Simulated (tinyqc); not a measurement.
Comparisons within one model: two-band k.p model of the Delta valleys near the X point under shear strain. A value that a table varies takes the place of the one given here.

Valley pair on the [001] axis, kz counted from the X point, c = hbar^2/2m0, k0 = kx0 2 pi/a. H = (c kz^2/ml + c (kx^2 + ky^2)/mt + c k0^2/ml) 1 + (2 c k0 kz/ml) sigma_z + (D exy - 2 c kx ky/Mp) sigma_x, so E = c kz^2/ml + c (kx^2 + ky^2)/mt + c k0^2/ml -/+ sqrt((2 c k0 kz/ml)^2 + (D exy - 2 c kx ky/Mp)^2). Without strain the lower band has its minima, E = 0, at kz = +/- k0. Shifts from diagonal strain are left out.

For |eta| < 1: k_min = k0 sqrt(1 - eta^2), E_min = -Delta eta^2/2, ml(eta) = ml/(1 - eta^2), 1/m[110] = 1/mt + eta/Mp, 1/m[1-10] = 1/mt - eta/Mp. For |eta| > 1 the minimum sits at X: E_min = -Delta (2 |eta| - 1)/2, ml(eta) = ml/(1 - 1/|eta|), and eta is replaced by its sign in the transverse masses. Here Delta = 2 c k0^2/ml and eta = D exy/Delta.

s11 = (C11 + C12)/((C11 - C12)(C11 + 2 C12)), s12 = -C12/((C11 - C12)(C11 + 2 C12)), s44 = 1/C44; exx = s11 sxx + s12 (syy + szz) and cyclic, exy = s44 sxy/2; tension is positive. A uniaxial stress X along the unit vector n is s_ij = X n_i n_j.

Constants: hbar^2/2m0 = 3.80998211 eV angstrom^2; kB = 8.617333262e-05 eV/K.

Inputs chosen for the exercise (near those of Si; shifted at random, so the results belong to these values and not to a real crystal): a = 5.416 angstrom (lattice constant); ml = 0.904 m0 (longitudinal mass); mt = 0.202 m0 (transverse mass); kx0 = 0.144 2 pi/a (distance of the minimum from X); D = 14.7 eV (shear deformation potential); Mp = 0.225 m0 (coupling mass); C11 = 167.1 GPa; C12 = 63.4 GPa; C44 = 81.1 GPa; Xu = 9.03 eV (uniaxial potential); T = 350 K (temperature); exy = -0.001 (shear strain).

## Sweep of the shear strain

Delta = 2 c k0^2/ml, eta = D exy/Delta.

The minimum:

| exy | eta | k_min/k0 | E_min (meV) | ml(eta) | m[110] | m[1-10] | density-of-states mass |
|---|---|---|---|---|---|---|---|
| 0.0000 | 0.000 | 1.000 | 0.0 | 0.904 | 0.2020 | 0.2020 | 0.333 |
| 0.0016 | 0.100 | 0.995 | -1.2 | 0.913 | 0.1854 | 0.2219 | 0.335 |
| 0.0040 | 0.250 | 0.968 | -7.3 | 0.964 | 0.1650 | 0.2604 | 0.346 |
| 0.0080 | 0.500 | 0.866 | -29.4 | 1.205 | 0.1394 | 0.3665 | 0.395 |
| 0.0120 | 0.750 | 0.662 | -66.1 | 2.065 | 0.1207 | 0.6181 | 0.536 |
| 0.0144 | 0.900 | 0.436 | -95.2 | 4.751 | 0.1117 | 1.0513 | 0.823 |
| 0.0192 | 1.200 | 0.000 | -164.6 | 5.429 | 0.1064 | 1.9761 | 1.045 |
| 0.0256 | 1.600 | 0.000 | -258.7 | 2.411 | 0.1064 | 1.9761 | 0.797 |

How do the results move?

The valleys reach X at eta = 1, that is exy = 0.0160. The shift is quadratic up to eta = 1 (-7.3 meV at eta = 0.25, -29.4 meV at 0.50) and linear beyond, while 1/m[110] rises linearly, taking m[110] from 0.202 to its floor 0.1064, a gain of 90 % in 1/m. ml(eta) diverges at eta = 1; the largest value listed is 5.43. A deformation-potential model with fixed masses misses all of this.

## Tension along [110]: repopulation and mass change

The z valleys move against the x and y valleys by Xu (ezz - exx) and, through the shear, by E_min. Share of the z valleys n = w/(w + 2 exp(dE/kT)), dE the total relative shift, w = sqrt(ml(eta) m[110] m[1-10]/(ml mt^2)). Along [110]: 1/m_c = n/m[110] + (1 - n)(1/ml + 1/mt)/2. Fixed masses means E_min = 0, w = 1, m[110] = mt. Gains are against 3/(1/ml + 2/mt) at a fixed scattering time.

Results:

| X (GPa) | Xu (ezz - exx) (meV) | E_min (meV) | m[110] | m_c fixed masses | m_c with shear | gain fixed (%) | gain with shear (%) |
|---|---|---|---|---|---|---|---|
| 0.00 | 0.0 | 0.0 | 0.2020 | 0.2725 | 0.2725 | 0.0 | 0.0 |
| 0.25 | -10.9 | -0.3 | 0.1936 | 0.2610 | 0.2547 | 4.4 | 7.0 |
| 0.50 | -21.8 | -1.1 | 0.1859 | 0.2498 | 0.2355 | 9.1 | 15.7 |
| 1.00 | -43.5 | -4.4 | 0.1722 | 0.2307 | 0.1992 | 18.1 | 36.8 |
| 1.50 | -65.3 | -9.8 | 0.1604 | 0.2178 | 0.1722 | 25.1 | 58.3 |
| 2.00 | -87.1 | -17.5 | 0.1501 | 0.2102 | 0.1544 | 29.7 | 76.5 |
| 3.00 | -130.6 | -39.3 | 0.1330 | 0.2040 | 0.1334 | 33.6 | 104.3 |

What does this show, and why?

At 1 GPa repopulation alone gives 18.1 % and the shear terms raise it to 36.8 %. From 2 to 3 GPa the fixed-mass gain grows by 3.9 points, towards its ceiling of 34.9 % when all electrons sit in the z valleys, whereas the gain with shear grows by 27.8 points because m[110] keeps falling.

## What each parameter does

Delta = 2 c k0^2/ml, eta = D exy/Delta. Each row changes one parameter from the base and keeps the others.

Results:

| case | eta | E_min (meV) | ml(eta) (m0) | m[110] (m0) | m[1-10] (m0) |
|---|---|---|---|---|---|
| base | -0.0625 | -0.46 | 0.9075 | 0.2140 | 0.1913 |
| ml = 0.84072 m0 | -0.0581 | -0.43 | 0.8436 | 0.2131 | 0.1920 |
| mt = 0.18786 m0 | -0.0625 | -0.46 | 0.9075 | 0.1982 | 0.1785 |
| kx0 = 0.15408 2 pi/a | -0.0546 | -0.40 | 0.9067 | 0.2124 | 0.1926 |
| D = 13.671 eV | -0.0581 | -0.40 | 0.9071 | 0.2131 | 0.1920 |
| Mp = 0.20925 m0 | -0.0625 | -0.46 | 0.9075 | 0.2150 | 0.1905 |
| exy = -0.00093 | -0.0581 | -0.40 | 0.9071 | 0.2131 | 0.1920 |

How do the results move?

The largest shifts from the base row, up to three for each result and ties (the steps differ in size, so this ranks the rows, not the parameters). eta: kx0 +0.0079, D +0.0044, ml +0.0044, exy +0.0044; unchanged at the printed digits by mt and Mp. E_min (meV): D +0.06, exy +0.06, kx0 +0.06; unchanged at the printed digits by mt and Mp. ml(eta) (m0): ml -0.0640, kx0 -0.0008, D -0.0005, exy -0.0005; unchanged at the printed digits by mt and Mp. m[110] (m0): mt -0.0158, kx0 -0.0016, Mp +0.0010. m[1-10] (m0): mt -0.0127, kx0 +0.0013, Mp -0.0008.

Run: tinyqc, `OMP_NUM_THREADS=1 python tinyqc.py 1080925 1080926 out.jsonl`; Intel(R) Xeon(R) Processor @ 2.30GHz, one thread, shared host; about 0.01 s of CPU time with all checks.
